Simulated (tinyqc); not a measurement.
Image-sensor pixel with a pinned photodiode, signal and noise: Signal-to-noise ratio against light level.

A buried n layer between a heavily doped p+ surface layer and a p layer is emptied into a floating diffusion, read through a source follower with correlated double sampling (reset noise cancelled). One-dimensional abrupt junctions; no blooming, lag or crosstalk.

conversion gain CG = q As/Cf; read noise in electrons vn/CG. QE = (1 - Rf)[exp(-al x1) - exp(-al x2)]. ni = sqrt(Nc Nv) exp(-Eg/(2 Vt)), Eg in volts; dark rates ni Wd A/tg (generation) and Jd ni^2 A (diffusion). Signal S = QE Ph; variance = S + dark rate x ti + (vn/CG)^2 + (pr S)^2; SNR = 20 log10(S/noise). The slope is d ln(S/noise)/d ln S.

Parameters, values chosen for the exercise; material values close to those of silicon: temperature T = 273 K; band gap Eg = 1.13 eV; conduction-band density of states at T Nc = 2.41e19 cm^-3; valence-band density of states at T Nv = 2.34e19 cm^-3; photodiode area A = 0.65 um^2; floating-diffusion capacitance Cf = 1.9 fF; source-follower gain As = 0.93; read noise at the output vn = 69 uV; absorption coefficient (light near 500 nm) al = 1.1 1/um; optical loss before the silicon Rf = 0.23; dead layer x1 = 0.12 um; depth of collection x2 = 2 um; generation lifetime tg = 0.027 s; depleted depth Wd = 1.2 um; diffusion dark flux per ni^2 Jd = 1.3e7 x 1e-20 cm^4/s; gain non-uniformity pr = 1.3 %; exposure ti = 1 ms.

Constants: q = 1.602176634e-19 C, kB = 1.380649e-23 J/K, Vt = kB T/q. Results are converted to the units shown.

Signal-to-noise ratio against light level:
```
Ph    S (electrons)  noise (electrons)  SNR (dB)   slope
1.7           1.002              1.333    -2.477  0.7179
4.9           2.888              1.914     3.574  0.6055
14            8.252              3.006     8.771  0.5422
41            24.17              5.004     13.68  0.5135
120           70.74              8.506     18.40  0.4995
340           200.4              14.42     22.86  0.4855
980           577.7              25.20     27.21  0.4562
2800           1650              45.95     31.11  0.3912
8100           4775              92.89     34.22  0.2768
```

What does the table show?

The SNR rises from -2.48 to 34.2 dB, and the slope falls from 0.718 to 0.277: 1 where read and dark noise rule, 1/2 for photon shot noise, 0 at the ceiling 1/pr = 37.7 dB. Shot noise equals the noise floor at S = 0.774 electrons and the non-uniformity at S = 5920.

Program tinyqc, `OMP_NUM_THREADS=1 python tinyqc.py 2630011 2630012 out.jsonl`; Intel Xeon 2.30GHz, shared host, one thread, about 0.01 s.
